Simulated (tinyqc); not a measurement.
Hubbard ring of 5 sites, step by step. Computed by tinyqc, a small Python program that keeps every step. Settings: hopping = 1.47, U = 8.6, mixing = 1, iteration cap = 90. Command: `OMP_NUM_THREADS=1 python tinyqc.py 25553 25554 out.jsonl` (the two numbers bound the seeds that draw the settings). One thread of a shared host (Intel(R) Xeon(R) Processor @ 2.60GHz), about 0.2 s of CPU time with the checks. Later iterations appear only in the table of the cycle.

## Mean-field iteration 1

one-body matrix (hopping and site energies) (eV), lower triangle:
```
           1          2          3          4          5
1   0.270000
2  -1.470000  -0.570000
3   0.000000  -1.470000  -0.970000
4   0.000000   0.000000  -1.470000  -0.410000
5  -1.470000   0.000000   0.000000  -1.470000  -0.850000
```

U = 8.600000 eV

electrons, up and down: 1  1

mixing = 1

n(up) at the start (a guess, not normalised): 1 0.500000, 2 0.000000, 3 0.500000, 4 0.000000, 5 0.500000

n(down) at the start (a guess): 1 0.000000, 2 0.500000, 3 0.000000, 4 0.500000, 5 0.000000

H(up) = T + U n(down), H(down) = T + U n(up); fill the lowest levels; n(new) = n + mixing (n(out) - n); E = tr T (rho up + rho down) + U sum n_up n_down of the output.

levels, up (eV): -2.481572  -1.418146  0.614349  4.475107  4.880262

levels, down (eV): -1.828920  -0.836816  2.673641  4.440026  5.922069

energy = -4.851979 eV

n(up) after iteration 1: 1 0.223140, 2 0.049858, 3 0.221978, 4 0.068215, 5 0.436808

n(down) after iteration 1: 1 0.040247, 2 0.422896, 3 0.126956, 4 0.360178, 5 0.049723

## Mean-field iteration 2

As before.

levels, up (eV): -2.154680  -0.613401  0.699357  3.766730  4.371994

levels, down (eV): -2.106709  -0.456028  1.015045  3.070416  4.547276

energy = -5.310952 eV

n(up) after iteration 2: 1 0.241291, 2 0.057394, 3 0.129428, 4 0.100851, 5 0.471037

n(down) after iteration 2: 1 0.080169, 2 0.363924, 3 0.274009, 4 0.231653, 5 0.050244

## Convergence

Each step fills the lowest levels of T + U n(other spin) and sets n(new) = n + mixing (n(out) - n); stop when output and input agree to 1e-8.

Course of the cycle:
```
iteration       E (eV)  largest |n(out) - n(in)|  mean |n_up - n_down|
1          -4.85197912                  2.78e-01              0.266000
2          -5.31095235                  1.47e-01              0.232766
3          -5.51963036                  1.10e-01              0.256096
4          -5.59759033                  7.25e-02              0.285064
5          -5.61548666                  3.41e-02              0.299634
6          -5.61992184                  2.05e-02              0.307739
7          -5.62186087                  1.95e-02              0.309748
8          -5.62292973                  1.32e-02              0.311993
9          -5.62356594                  1.16e-02              0.312443
10         -5.62394323                  8.14e-03              0.313361
11         -5.62416700                  6.87e-03              0.313512
...                ...                       ...                   ...
50         -5.62448355                  1.46e-07              0.314546
51         -5.62448355                  1.24e-07              0.314546
52         -5.62448355                  8.41e-08              0.314546
53         -5.62448355                  7.19e-08              0.314546
54         -5.62448355                  4.86e-08              0.314546
55         -5.62448355                  4.16e-08              0.314546
56         -5.62448355                  2.81e-08              0.314546
57         -5.62448355                  2.40e-08              0.314546
58         -5.62448355                  1.62e-08              0.314546
59         -5.62448355                  1.39e-08              0.314546
60         -5.62448355                  9.39e-09              0.314546
```

local moments n_up - n_down: 1 0.102333, 2 -0.337966, 3 -0.448398, 4 0.151961, 5 0.532070

Converged in 60 iterations. Before convergence this energy mixes input and output and is not variational, so it may rise towards its limit.

## Exact diagonalisation (25 states)

Lowest levels of the sector, and the double occupancy of the lowest state.

lowest levels (eV): -6.243529  -5.166033  -4.686205  -3.501233  -3.255350  -2.858672

double occupancy per site = 0.006457

The mean-field solution above lies 0.6190 eV above the exact energy.

## The lowest level by Lanczos steps

From a random start vector (not printed): a_j = <q_j|H|q_j>, b_j = norm of the remainder after orthogonalising; the Ritz value is the lowest eigenvalue of the tridiagonal matrix of a and b so far.

Lanczos:
```
j    a_j (eV)  b_j (eV)  lowest Ritz value (eV)
1   -0.408908  5.180353             -0.40890843
2    2.502359  4.819935             -4.33425322
3    1.183451  3.254997             -5.80090964
4    1.165518  3.398056             -6.13838130
5    2.987168  4.388999             -6.21602935
6    4.824806  2.789045             -6.23868258
7    2.082916  4.826387             -6.24143245
8    3.027945  3.227976             -6.24283717
9    0.130702  2.604628             -6.24334682
10   0.232653  2.561833             -6.24349386
```
